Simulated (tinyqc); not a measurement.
Transfer-length model of a contact: two steps of the calculation.

A metal contact of length d and width W on a thin layer of the same width. The metal has no resistance, the sheet resistance under it equals Rsh, and current enters the layer at the front edge x = 0.

Values chosen for this exercise:

| symbol | value | unit | meaning |
|---|---|---|---|
| rc | 2e-5 | ohm cm^2 | specific contact resistivity |
| d | 9.6 | um | contact length |
| W | 110 | um | contact width |

Task 1. Straight-line fit. Pairs of such contacts at gaps L have R_T = Rsh L/W + 2 Rc. The values of R_T were made from Rsh and rc with a random scatter of 0.2 % and are treated as data. Least squares: slope = sum (L - mean L)(R_T - mean R_T)/sum (L - mean L)^2, intercept = mean R_T - slope mean L. Rsh = slope W, Rc = intercept/2, and A = Rc/slope is half the distance from the origin to the zero of the line.

```
gap  L (um)  R_T (ohm)
1        14     8.5185
2        38     14.206
3       100     28.853
4       280     71.654
```

Give: slope; intercept; Rsh; Rc; A.

Result 1.

slope = 0.23738 ohm/um
intercept = 5.1708 ohm
Rsh = 26.112 ohm/sq
Rc = 2.5854 ohm
A = 10.891 um

Task 2. Contact resistivity. rc = Rsh Lt^2. Short cuts: Rsh A^2 (long contact, Lt = A) and Rc W d (short contact, even current).

Rsh = 26.111828 ohm/sq
Rc = 2.5854037 ohm
A = 10.891402 um
converged Lt = 8.7214351 um

Wanted: rc; Rsh A^2; Rc W d.

Result 2.

rc = 1.986e-5 ohm cm^2
Rsh A^2 = 3.097e-5 ohm cm^2
Rc W d = 2.730e-5 ohm cm^2

The extracted rc is 0.69 % below the value 2e-5 ohm cm^2 that made the data.

Numbers from tinyqc (`OMP_NUM_THREADS=1 python tinyqc.py 2760043 2760044 out.jsonl`; about 0.01 s on one thread of a shared Intel Xeon 2.30GHz).
